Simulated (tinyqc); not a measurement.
Punch-through p+-n junction, ionisation integral and breakdown: two steps of the calculation.

A p+ layer at x < 0 and an n drift layer from x = 0 to L on an n+ substrate. Depletion approximation, built-in voltage neglected. Local ionisation coefficients alpha_n = an exp(-(bn/E)^mx), alpha_p = ap exp(-(bp/E)^mx). Electrons move towards +x, holes towards x = 0.

Parameters, values chosen for the exercise; material values close to those of indium phosphide: relative permittivity eps_r = 12.4; prefactor of the electron ionisation coefficient an = 1.12e7 1/cm; field constant for electrons bn = 3.31e6 V/cm; prefactor of the hole ionisation coefficient ap = 4.8e6 1/cm; field constant for holes bp = 2.58e6 V/cm; exponent mx = 1; donor density of the drift layer N = 1.5e15 cm^-3; thickness of the drift layer L = 10 um; reverse voltage V = 221 V; share of the depleted width that the grid covers fr = 1.

Constants: q = 1.602176634e-19 C, eps0 = 8.8541878128e-14 F/cm where lengths are in cm. Results are converted to the units shown.

Task 1. Field and ionisation coefficients on a grid. W = sqrt(2 eps0 eps_r V/(q N)), peak field E0 = q N W/(eps0 eps_r), falling linearly to 0 at W; if W > L the layer is punched through: W = L, E0 = V/L + q N L/(2 eps0 eps_r), falling linearly to E1 = V/L - q N L/(2 eps0 eps_r). Grid: 12 equal steps from 0 to fr W.

Find: W; x; E; alpha_n; alpha_p.

Result 1.

W = 10.000 um

| point | x (um) | E (kV/cm) | alpha_n (1/cm) | alpha_p (1/cm) |
|---|---|---|---|---|
| 0 | 0.000 | 330.45 | 500.03 | 1951.8 |
| 1 | 0.833 | 312.21 | 278.50 | 1236.9 |
| 2 | 1.667 | 293.96 | 144.25 | 740.66 |
| 3 | 2.500 | 275.72 | 68.486 | 414.43 |
| 4 | 3.333 | 257.48 | 29.258 | 213.58 |
| 5 | 4.167 | 239.24 | 10.979 | 99.487 |
| 6 | 5.000 | 221.00 | 3.5045 | 40.850 |
| 7 | 5.833 | 202.76 | 0.91085 | 14.291 |
| 8 | 6.667 | 184.52 | 0.18137 | 4.0623 |
| 9 | 7.500 | 166.28 | 0.025346 | 0.87620 |
| 10 | 8.333 | 148.04 | 0.0021809 | 0.12950 |
| 11 | 9.167 | 129.79 | 9.4172e-5 | 0.011182 |
| 12 | 10.000 | 111.55 | 1.4552e-6 | 4.3344e-4 |

Task 2. Ionisation integrals by the trapezoid rule. G(x) = integral from 0 to x of (alpha_n - alpha_p); I_n = integral of alpha_n exp(-G) (electrons injected at x = 0), I_p = integral of alpha_p exp(G(end) - G) (holes injected at the far edge); M = 1/(1 - I). All integrals by the trapezoid rule on the grid.

| point | x (um) | alpha_n (1/cm) | alpha_p (1/cm) |
|---|---|---|---|
| 0 | 0.000000 | 500.03066 | 1951.7951 |
| 1 | 0.833333 | 278.50212 | 1236.8622 |
| 2 | 1.666667 | 144.25042 | 740.66494 |
| 3 | 2.500000 | 68.486032 | 414.43454 |
| 4 | 3.333333 | 29.258275 | 213.58032 |
| 5 | 4.166667 | 10.979242 | 99.486733 |
| 6 | 5.000000 | 3.5045032 | 40.850470 |
| 7 | 5.833333 | 0.91084766 | 14.291385 |
| 8 | 6.666667 | 0.18137003 | 4.0622711 |
| 9 | 7.500000 | 0.025345920 | 0.87619515 |
| 10 | 8.333333 | 0.0021808600 | 0.12949755 |
| 11 | 9.166667 | 9.4172339e-5 | 0.011182379 |
| 12 | 10.000000 | 1.4551602e-6 | 4.3344029e-4 |

Wanted: G; alpha_n exp(-G); I_n; I_p; M_n; M_p.

Result 2.

| point | G | alpha_n exp(-G) (1/cm) |
|---|---|---|
| 0 | 0.0000 | 500.0 |
| 1 | -0.1004 | 307.9 |
| 2 | -0.1652 | 170.2 |
| 3 | -0.2045 | 84.0 |
| 4 | -0.2266 | 36.7 |
| 5 | -0.2379 | 13.9 |
| 6 | -0.2432 | 4.5 |
| 7 | -0.2453 | 1.2 |
| 8 | -0.2460 | 0.2 |
| 9 | -0.2462 | 0.0 |
| 10 | -0.2462 | 0.0 |
| 11 | -0.2463 | 0.0 |
| 12 | -0.2463 | 0.0 |

I_n = 0.07239
I_p = 0.2734
M_n = 1.078
M_p = 1.376

Program tinyqc, `OMP_NUM_THREADS=1 python tinyqc.py 2120028 2120029 out.jsonl`; Intel Xeon 2.30GHz, shared host, one thread, about 0.08 s.
